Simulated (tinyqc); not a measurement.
MOSFET in the linear regime without short-channel effects, parameter extraction from computed curves: two steps of the calculation.

Inversion charge Q = Cox n Vt W0(exp((Vg - VT)/(n Vt))), W0 the Lambert function and n = nf; u = Q/Cox; mobility mu = mu0/(1 + th1 u + th2 u^2); channel resistance Rch = (L - dL)/(W mu Q); Id = Vd/(Rch + Rsd/W). Cox = eps0 eox/tox. Small Vd, no channel-length or drain effects.

Values chosen for this exercise; channel values of the order met in silicon transistors: relative permittivity of the gate insulator (close to silicon dioxide) eox = 3.9; insulator thickness tox = 1.1 nm; low-field mobility mu0 = 480 cm^2/(V s); second mobility attenuation factor th2 = 0.04 1/V^2; threshold voltage VT = 0.66 V; gate width W = 1 um; drawn gate length L = 1.8 um; drawn less effective length dL = 0.013 um; drain voltage Vd = 0.025 V.

Constants: eps0 = 8.8541878128e-14 F/cm where lengths are in cm. Results are converted to the units shown.

Problem 1. Threshold and mobility at the peak transconductance. gm_i = (Id_(i+1) - Id_(i-1))/(Vg_(i+1) - Vg_(i-1)); at the point j of largest gm the tangent meets the axis at V_ext = Vg_j - Id_j/gm_j; field-effect mobility gm_j L/(W Cox Vd) with the drawn L.

```
point  Vg (V)        Id (uA)
0        0.42  2.2717653e-14
1        0.54   6.2263276e-8
2        0.66    0.096698420
3        0.78      2.0618312
4         0.9      4.3199594
5        1.02      6.5239618
6        1.14      8.6394075
7        1.26      10.656514
8        1.38      12.572142
```

Wanted: gm; j; V_ext; field-effect mobility.

Solution 1.

gm, point 1 to 7 (uS): [0.40291, 8.5910, 17.597, 18.592, 17.998, 17.219, 16.386]
j = 4
V_ext = 0.66765 V
field-effect mobility = 426.43 cm^2/(V s)

V_ext is 7.6 mV above the model VT, and the mobility so found is 12 % below mu0 L/(L - dL) = 483 cm^2/(V s), the value for the drawn L; attenuation, series resistance and the slow approach of Q to a straight line all lower the peak gm.

Problem 2. The Y function. Y_i = Id_i/sqrt(gm_i). For Id = beta Vd x/(1 + th x), x = Vg - VT, Y = sqrt(beta Vd) x whatever th. Slope s from points 4 and 7; VT_Y = Vg - Y/s at point 7; beta = s^2/Vd; mobility beta L/(W Cox) with the drawn L; th* = (beta Vd x/Id - 1)/x at point 7.

```
point  Vg (V)        Id (uA)
0        0.42  2.2717653e-14
1        0.54   6.2263276e-8
2        0.66    0.096698420
3        0.78      2.0618312
4         0.9      4.3199594
5        1.02      6.5239618
6        1.14      8.6394075
7        1.26      10.656514
8        1.38      12.572142
```

gm, point 1 to 7 (uS): [0.40291008, 8.5909633, 17.596921, 18.592211, 17.997701, 17.218969, 16.386396]

Find: Y; s; VT_Y; beta; mobility from Y; th*.

Solution 2.

Y, point 1 to 7 (uA^0.5 V^0.5): [9.8091e-8, 0.032991, 0.49151, 1.0019, 1.5378, 2.0820, 2.6325]
s = 4.5296 uA^0.5 V^-0.5
VT_Y = 0.67882 V
beta = 820.69 uA/V^2
mobility from Y = 470.58 cm^2/(V s)
th* = 0.20470 1/V

The mobility from Y is 2.7 % below mu0 L/(L - dL) = 483 cm^2/(V s), which it should reach in deep inversion when th2 = 0.

tinyqc, about 0.02 s, one thread, Intel Xeon 2.30GHz (shared host): `OMP_NUM_THREADS=1 python tinyqc.py 2210145 2210146 out.jsonl`
